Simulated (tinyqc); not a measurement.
Doping level: carrier statistics of a doped semiconductor with parabolic bands.

Eg(T) = Eg0 - al T^2/(T + be); m_de = Mv^(2/3) (ml mt^2)^(1/3); m_dh = (mhh^(3/2) + mlh^(3/2))^(2/3); Nc and Nv from N = 2 (m kB T/(4 pi c))^(3/2) with c = hbar^2/2m0, in 1/angstrom^3; times 1e24 for 1/cm^3.

Energies are counted from Ev, so Ec = Eg. n = Nc F_1/2((EF - Eg)/kT), p = Nv F_1/2(-EF/kT), ND+ = ND/(1 + 2 exp((EF - Eg + ED)/kT)), NA- = NA/(1 + 4 exp((EA - EF)/kT)); neutrality asks p + ND+ = n + NA-. F_j(eta) = (1/Gamma(j + 1)) integral_0^infinity x^j dx/(1 + exp(x - eta)), which tends to exp(eta) for eta << 0.

Constants: hbar^2/2m0 = 3.80998211 eV angstrom^2; kB = 8.617333262e-05 eV/K.

Values chosen for the exercise (near those of GaP; not measured data):
```
symbol  value     unit  meaning
Eg0     2.356     eV    gap at 0 K
al      0.000572  eV/K  Varshni alpha
be      366       K     Varshni beta
ml      2.04      m0    longitudinal electron mass
mt      0.254     m0    transverse electron mass
Mv      3               equivalent valleys
mhh     0.8       m0    heavy-hole mass
mlh     0.139     m0    light-hole mass
ED      0.0925    eV    donor level below Ec
EA      0.0539    eV    acceptor level above Ev
T       300       K
```

Only acceptors are present (ND = 0); eta is the distance of EF beyond the valence edge in units of kT.

Neutral state:
```
NA (1/cm^3)  EF (eV)  majority (1/cm^3)  ionised share     eta
1.0e+14       0.3146           1.00e+14          1.000  -12.17
1.0e+15       0.2551           9.98e+14          0.998   -9.87
1.0e+16       0.1959           9.84e+15          0.984   -7.58
1.0e+17       0.1395           8.73e+16          0.873   -5.40
1.0e+18       0.0927           5.29e+17          0.529   -3.59
3.0e+18       0.0743           1.07e+18          0.355   -2.87
1.0e+19       0.0559           2.13e+18          0.213   -2.16
3.0e+19       0.0400           3.82e+18          0.127   -1.55
```

The impurity level lies at 0.0539 eV. The ionised share falls from 1.000 to 0.127 as EF passes through it between 1e+19 and 3e+19 1/cm^3 (share 1/5 there); it is below one half from 3e+18 1/cm^3 on. Over the last two rows the doping grows threefold and the majority density by a factor 1.80. EF comes within 3 kT of the majority band edge from 3e+18 1/cm^3 on. Above roughly 2e+19 1/cm^3 (N^(1/3) a = 0.26, with the radius a = sqrt(c/(m E)) from the ionisation energy E and the mass mhh) the levels merge with the band and real ionisation is complete; sharp levels then overstate freeze-out.

(tinyqc, `OMP_NUM_THREADS=1 python tinyqc.py 1650807 1650808 out.jsonl`, Intel(R) Xeon(R) Processor @ 2.30GHz, 1 thread, shared host, about 0.01 s.)
